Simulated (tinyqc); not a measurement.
# Worked calculation: tunnelling through a two-layer gate stack, WKB transmission and Tsu-Esaki current

Numbers from tinyqc (`OMP_NUM_THREADS=1 python tinyqc.py 2540081 2540082 out.jsonl`; about 0.03 s on one thread of a shared Intel Xeon 2.30GHz). Printed values are rounded.

Electrons leave the emitter at x = 0. Energies E (motion across the layers) are in eV from the emitter Fermi level; the collector Fermi level lies at -V and offers states at every E. No charge in the dielectric and no image force: F1 = V/(t1 + t2 eps1/eps2), F2 = F1 eps1/eps2; U = phi1 - F1 x in layer 1 and phi2 - F1 t1 - F2 (x - t1) in layer 2. With C = hbar^2/(2 m0), kappa = sqrt(m (U - E)/C) where U > E and 0 elsewhere; T(E) = exp(-S), S = 2 times the integral of kappa over x.

Inputs (values chosen for the exercise); layer 1 close to silicon dioxide, layer 2 close to zirconium oxide: temperature T = 350 K; Fermi energy of the emitter above its band bottom Ef = 1.2 eV; emitter mass in the supply function me = 1 m0; barrier of layer 1 above the emitter Fermi level at zero bias phi1 = 3.24 eV; tunnelling mass of layer 1 m1 = 0.49 m0; thickness of layer 1 t1 = 1.2 nm; relative permittivity of layer 1 eps1 = 4.06; barrier of layer 2 at zero bias phi2 = 1.4 eV; tunnelling mass of layer 2 m2 = 0.26 m0; thickness of layer 2 t2 = 2.3 nm; relative permittivity of layer 2 eps2 = 25.1; voltage across the dielectric V = 0.3 V; energy of the electron followed E = 0 eV; cells in each layer nc = 4; lower end of the energy grid Ea = -0.87 eV; upper end of the energy grid Eb = 0.36 eV; points of the energy grid nE = 13.

Constants: q = 1.602176634e-19 C, kB = 1.380649e-23 J/K, hbar = 1.054571817e-34 J s, m0 = 9.1093837015e-31 kg, Vt = kB T/q, hbar^2/(2 m0) = 0.0380998212 eV nm^2. Results are converted to the units shown.

## Fields and band edges

F1 = V/(t1 + t2 eps1/eps2), F2 = F1 eps1/eps2; U = phi1 - F1 x in layer 1 and phi2 - F1 t1 - F2 (x - t1) in layer 2. EOT = 3.9 (t1/eps1 + t2/eps2).

F1 = 1.908358 MV/cm
F2 = 0.3086826 MV/cm
U at the end of layer 1 = 3.010997 eV
U at the start of layer 2 = 1.170997 eV
U at the end of layer 2 = 1.1 eV
EOT = 1.510080 nm

## WKB exponent by the midpoint rule

Cut each layer into nc equal cells, take U and kappa at the cell centres, and sum S = 2 sum kappa h.

```
cell    x (nm)    U (eV)  kappa (1/nm)
0     0.150000  3.211375      6.426612
1     0.450000  3.154124      6.369069
2     0.750000  3.096873      6.311001
3     1.050000  3.039622      6.252395
4     1.487500  1.162122      2.816120
5     2.062500  1.144373      2.794532
6     2.637500  1.126624      2.772775
7     3.212500  1.108875      2.750847
```

S = 28.01986
T(E) = 6.778429e-13

## WKB exponent in closed form

Each layer adds (2/F) sqrt(m/C) [G(u at its left edge) - G(u at its right edge)] to S, with u = U - E (0 where negative) and G(u) = (2/3) u^1.5. The slope follows from 1/d = -dS/dE.

S = 28.01978
T(E) = 6.779010e-13
energy d over which T(E) grows by a factor e = 0.12386 eV

The midpoint rule gives S = 28.020, so its T(E) is within 0.01 % of this value. The band edge stays above E through the whole stack: direct tunnelling through a trapezoid.

## Current density on a coarse energy grid

J = J0 times the integral of T(E) N(E) dE, N = ln[(1 + exp(-E/Vt))/(1 + exp((-E - V)/Vt))], J0 = q^2 me m0 kB T/(2 pi^2 hbar^3) (times 1e-4 for A/cm^2 per eV), by Simpson's rule on nE equally spaced points from Ea to Eb.

```
point      E (eV)          T(E)            N        T(E) N
0      -0.8700000  1.374369e-15     9.946730  1.367048e-14
1      -0.7675000  2.666393e-15     9.946730  2.652189e-14
2      -0.6650000  5.251112e-15     9.946724  5.223136e-14
3      -0.5625000  1.050971e-14     9.946564  1.045355e-13
4      -0.4600000  2.140531e-14     9.941775  2.128068e-13
5      -0.3575000  4.443366e-14     9.808188  4.358137e-13
6      -0.2550000  9.417643e-14     8.252057  7.771493e-13
7      -0.1525000  2.042354e-13     5.055114  1.032433e-12
8      -0.0500000  4.543353e-13     1.831961  8.323245e-13
9       0.0525000  1.039942e-12    0.1616014  1.680561e-13
10      0.1550000  2.458508e-12  0.005845308  1.437073e-14
11      0.2575000  6.031601e-12  1.959295e-4  1.181769e-15
12      0.3600000  1.545141e-11  6.549467e-6  1.011985e-16
```

J0 = 4.880933e8 A/(cm^2 eV)
J = 1.812022e-4 A/cm^2

The integrand peaks at E = -0.153 eV among these points. A converged quadrature from -Ef to above the barrier gives 1.842e-4 A/cm^2; this grid is 1.6 % below that.
